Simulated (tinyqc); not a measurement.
# Reset of a mushroom phase-change cell, hemispherical electro-thermal model: what changes with what

Current spreads from a hemispherical contact of radius r0 into a large dome with constant rho and ka: j = I/(2 pi r^2). With s = r0/r the steady rise is T - T0 = c (b s - s^2), c = I^2 rho/(8 pi^2 ka r0^2). The heat lost through the heater, (T(r0) - T0)/Rh, fixes b = (2 + g)/(1 + g), g = 1/(2 pi ka r0 Rh).

Parameters, values chosen for the exercise; values of the order of Ge-Sb-Te and related chalcogenides: ambient temperature T0 = 300 K; melting point Tm = 880 K; radius of the heater contact r0 = 25 nm; resistivity of the hot chalcogenide rho = 4.3 mohm cm; its thermal conductivity ka = 0.53 W/(m K); thermal resistance of the path through the heater Rh = 20 K/uW.

Each table varies one quantity; the others keep the values above.

## Amorphous thickness against current

The peak lies at s = b/2 with the rise c b^2/4; melting starts at the current where that equals Tm - T0, and the molten shell spans the roots of s^2 - b s + (Tm - T0)/c = 0 (s at most 1). Electrical resistance rho/(2 pi r0).

Amorphous thickness against current:
```
I (uA)	peak T (K)	T at the contact (K)	thickness of the melt (nm)	power (uW)
739	892.6	861.0	9.157	149.5
764	933.3	899.6	18.36	159.8
797	989.2	952.5	26.13	173.9
846	1077	1035	36.93	195.9
913	1204	1156	51.73	228.2
997	1379	1321	71.13	272.1
1110	1637	1566	99.30	337.3
1240	1968	1879	135.0	420.9
```

The thickness rises from 9.16 to 135 nm; it opens as the square root of I - Im just above the melting current of 731 uA. The contact itself melts from I = 764 uA on among the rows. For I = 1110, 1240 the peak exceeds 1600 K, where the material would degrade.

## Scaling of the melting current

Same model as above.

Rh is scaled as 1/r0, as for an isotropic shrink, in the last two columns and held fixed in the first two.

Results:
```
r0 (nm)	Im (uA)	Im/(2 pi r0^2) (MA/cm^2)	Im with Rh = Rh (25 nm/r0) (uA)	power there (uW)
5	190.09	121.02	146.22	29.266
12	394.82	43.637	350.94	70.238
17	527.61	29.056	497.16	99.503
24	706.06	19.509	701.88	140.48
33	929.32	13.582	965.08	193.15
45	1222.0	9.6041	1316.0	263.39
60	1584.0	7.0029	1754.7	351.19
```

Estimate the missing row, r0 = 8 nm.

Computed row:
```
r0 (nm)	Im (uA)	Im/(2 pi r0^2) (MA/cm^2)	Im with Rh = Rh (25 nm/r0) (uA)	power there (uW)
8	282.08	70.147	233.96	46.825
```

With this row back in the table: With isotropic scaling Im and the power go as r0^(1.00) and r0^(1.00), so the current density grows as 1/r0 and the voltage stays fixed. With Rh held, Im goes as r0^(0.85) over the table, as the heater path weighs more for a small contact. For r0 = 5, 8 boundary thermal resistance, left out here, would dominate.

Range of the model: Constant properties, no latent heat, thermoelectric terms, boundary resistance or heating in the heater itself.

Numbers from tinyqc (`OMP_NUM_THREADS=1 python tinyqc.py 2490041 2490042 out.jsonl`; about 0.01 s on one thread of a shared Intel Xeon 2.30GHz).
